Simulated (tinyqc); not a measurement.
Inside a calculation. Model: Deal-Grove kinetics of thermal oxidation of silicon. Computed by tinyqc, a small Python program that keeps every step. Command: `OMP_NUM_THREADS=1 python tinyqc.py 3024079 3024080 out.jsonl oxide walk`. One thread of a shared host (Intel(R) Xeon(R) Processor @ 2.30GHz), about 0.03 s of CPU time with the checks. Intermediate numbers are printed to about 6 digits and carried at full precision; extremes and crossings named in words are read from the listed rows.

Oxidant diffuses through the oxide and reacts at the interface, so that dx/dt = B/(A + 2x) for the oxide thickness x.

Inputs (values chosen for the exercise, close to those used for silicon):
```
quantity                              value    unit
prefactor B0                            444  um^2/h
activation energy E_B                  0.78      eV
prefactor (B/A)0                   1.71e+08    um/h
activation energy E_A                  2.03      eV
temperature T                           975       C
oxidant pressure p                     0.25     atm
pressure exponent m of B/A                1       -
initial oxide x_i                     0.025      um
time t                                  7.8       h
field oxide beside the window x_f      0.86      um
```

Ambient: steam. Surface: (111). Extension: masking step.

Constants: k_B = 8.617333262e-05 eV/K.

## Rate constants

B = B0 p exp(-E_B/(k_B T)), B/A = (B/A)0 p^m exp(-E_A/(k_B T)), p in atm; A = B/(B/A). Temperatures in kelvin are T(C) + 273.15.

parabolic constant B = 0.0786756 um^2/h

linear constant B/A = 0.271772 um/h

length A = 0.289491 um

Reaction at the interface limits growth while x is well below A/2 = 0.145 um, diffusion once x is well above it.

## Thickness after the oxidation

tau = (x_i^2 + A x_i)/B and x = (A/2) [sqrt(1 + 4 B (t + tau)/A^2) - 1], the root of x^2 + A x = B (t + tau). Silicon consumed is 0.44 times the oxide grown; the rate is B/(A + 2x).

tau = 0.0999328 h

oxide thickness x = 0.656805 um

silicon consumed = 0.277994 um

final growth rate = 0.0490771 um/h

2x/A = 4.54: diffusion through the oxide limits the rate.

## Full law against its linear and parabolic limits

Linear limit x = (B/A)(t + tau); parabolic limit x = sqrt(B (t + tau)).

Thickness (um):
```
t (h)     full  linear limit  parabolic limit     2x/A
0.05   0.03622       0.04075          0.10861   0.2502
0.1    0.04678       0.05434          0.12542   0.3232
0.25   0.07544       0.09510          0.16593   0.5212
0.5    0.11631       0.16305          0.21726   0.8036
1      0.18311       0.29893          0.29417   1.2650
2      0.28672       0.57070          0.40646   1.9809
4      0.44136       1.11425          0.56795   3.0492
8      0.66656       2.20134          0.79829   4.6051
16     0.98999       4.37552          1.12547   6.8395
32     1.45101       8.72387          1.58918  10.0246
```

Both limits lie above the full result, since each drops one resistance. The linear law overshoots by 13 % in the first row and 500 % in the last, the parabolic law by 200 % and 9.5 %. The better limit switches between 0.5 and 1 h; both give the same value where B (t + tau) = A^2, at 2x/A = sqrt5 - 1 = 1.24.

## A window beside field oxide

The same oxidation acts on the field oxide, with x_f in place of x_i. Each region consumes 0.44 times the oxide it grows; the step in the silicon surface is the difference, and the step in the oxide surface is (x_f(new) - 0.44 growth) against the same for the window, counted from the silicon surface before this oxidation.

field oxide afterwards = 1.12930 um

step in the silicon = 0.159504 um

step in the oxide surface = 0.631995 um

The field oxide grows by 0.269 um and the window by 0.632 um: the thicker film slows the oxidant.

Checks made by the program: closed form against Runge-Kutta integration of dx/dt (relative difference below 1e-10).
